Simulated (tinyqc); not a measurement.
Inside a calculation. Method: Hueckel theory of the pi electrons, for the molecule C1=CC=CC=CC=C1 (SMILES; centres numbered as the heavy atoms are written). Computed by tinyqc, a small Python program that keeps every step. Settings: charge = 0. Command: `OMP_NUM_THREADS=1 python tinyqc.py 21324 21325 out.jsonl` (the two numbers bound the seeds that draw the settings). One thread of a shared host (Intel(R) Xeon(R) Processor @ 2.60GHz), about 0.01 s of CPU time with the checks.

## The Hueckel matrix

Centres:
```
centre  z_r, pi electrons of the neutral centre        h
1C                                            1  0.00000
2C                                            1  0.00000
3C                                            1  0.00000
4C                                            1  0.00000
5C                                            1  0.00000
6C                                            1  0.00000
7C                                            1  0.00000
8C                                            1  0.00000
```

Bonds:
```
i  j  k
1  2  1
2  3  1
3  4  1
4  5  1
5  6  1
6  7  1
7  8  1
8  1  1
```

H_rr = alpha + h_r beta, H_rs = k_rs beta for bonded centres.

Hueckel matrix in units of beta (H = alpha + beta A), lower triangle:
```
         1C       2C       3C       4C       5C       6C       7C       8C
1C  0.00000
2C  1.00000  0.00000
3C  0.00000  1.00000  0.00000
4C  0.00000  0.00000  1.00000  0.00000
5C  0.00000  0.00000  0.00000  1.00000  0.00000
6C  0.00000  0.00000  0.00000  0.00000  1.00000  0.00000
7C  0.00000  0.00000  0.00000  0.00000  0.00000  1.00000  0.00000
8C  1.00000  0.00000  0.00000  0.00000  0.00000  0.00000  1.00000  0.00000
```

## Orbitals

pi electrons, sum of z_r less the charge = 8

Diagonalise; E = alpha + x beta with beta < 0, so the largest x are filled first; degenerate levels share their electrons. P = sum n_i c_ri c_si; each orbital has its largest coefficient positive (the first on a tie).

x values: 2.00000  1.41421  1.41421  0.00000  0.00000  -1.41421  -1.41421  -2.00000

occupations: 2.00000  2.00000  2.00000  1.00000  1.00000  0.00000  0.00000  0.00000

coefficients:
```
        MO1       MO2       MO3       MO4       MO5       MO6       MO7       MO8
1C  0.35355  -0.06408   0.49588   0.18311   0.46526   0.00000   0.50000   0.35355
2C  0.35355   0.30532   0.39595   0.46526  -0.18311  -0.35355  -0.35355  -0.35355
3C  0.35355   0.49588   0.06408  -0.18311  -0.46526   0.50000   0.00000   0.35355
4C  0.35355   0.39595  -0.30532  -0.46526   0.18311  -0.35355   0.35355  -0.35355
5C  0.35355   0.06408  -0.49588   0.18311   0.46526   0.00000  -0.50000   0.35355
6C  0.35355  -0.30532  -0.39595   0.46526  -0.18311   0.35355   0.35355  -0.35355
7C  0.35355  -0.49588  -0.06408  -0.18311  -0.46526  -0.50000   0.00000   0.35355
8C  0.35355  -0.39595   0.30532  -0.46526   0.18311   0.35355  -0.35355  -0.35355
```

charge and bond-order matrix P, lower triangle:
```
          1C        2C        3C        4C        5C       6C       7C       8C
1C   1.00000
2C   0.60355   1.00000
3C   0.00000   0.60355   1.00000
4C  -0.10355   0.00000   0.60355   1.00000
5C   0.00000  -0.10355   0.00000   0.60355   1.00000
6C  -0.10355   0.00000  -0.10355   0.00000   0.60355  1.00000
7C   0.00000  -0.10355   0.00000  -0.10355   0.00000  0.60355  1.00000
8C   0.60355   0.00000  -0.10355   0.00000  -0.10355  0.00000  0.60355  1.00000
```

Within a degenerate level the vectors are fixed only up to a rotation; this is one choice.

## Energy, charges, bond orders

E = sum n x; q_r = z_r - P_rr; bond order p = P_rs; free valence = sqrt(3) - sum of p over the bonds of the atom.

pi energy = 8 alpha + this times beta = 9.65685

pi charges: 1C 0.00000, 2C 0.00000, 3C 0.00000, 4C 0.00000, 5C 0.00000, 6C 0.00000, 7C 0.00000, 8C 0.00000

Bond orders and lengths from R = 1.517 - 0.180 p (angstrom, C-C alone):
```
bond        p        R
1-2   0.60355  1.40836
2-3   0.60355  1.40836
3-4   0.60355  1.40836
4-5   0.60355  1.40836
5-6   0.60355  1.40836
6-7   0.60355  1.40836
7-8   0.60355  1.40836
8-1   0.60355  1.40836
```

free valence of the carbons: 1C 0.52494, 2C 0.52494, 3C 0.52494, 4C 0.52494, 5C 0.52494, 6C 0.52494, 7C 0.52494, 8C 0.52494

gap between the highest filled and the next level = 1.41421 |beta|
